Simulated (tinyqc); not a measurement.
Vacuum evaporation: vapour pressure, source flux, thickness distribution, purity and step coverage: one step, computed by the program tinyqc.

Molecular flow, unit sticking of the metal, no re-evaporation. The background gas is taken as water vapour (18.015 g/mol, collision diameter 0.37 nm) at 300 K.

Question. Vapour pressure and flux. log10(p_v/Pa) = A - B/T; flux from the surface Phi = p_v/sqrt(2 pi m k_B T), m = M u. Mass loss = Phi x area x m; heat of evaporation = ln(10) R B; d ln Phi/dT = ln(10) B/T^2 - 1/(2 T).

Inputs (values chosen for the exercise, modelled on silver, with constants for the liquid):
```
quantity                     value   unit
molar mass M                107.87  g/mol
vapour-pressure constant A   10.73      -
vapour-pressure constant B   13840      K
source temperature T          1380      K
source area                    1.4   cm^2
```

Constants: u = 1.6605390666e-27 kg; k_B = 1.380649e-23 J/K; R = 8.314462618 J/(mol K).

Give: vapour pressure p_v; flux Phi; mass loss; heat of evaporation; change of flux per kelvin.

Answer.

vapour pressure p_v = 5.024 Pa

flux Phi = 3.431e+18 1/(cm^2 s)

mass loss = 3.097 g/h

heat of evaporation = 265.0 kJ/mol

change of flux per kelvin = 1.637 %/K

Holding the rate to 1 % needs the temperature to about 0.61 K.
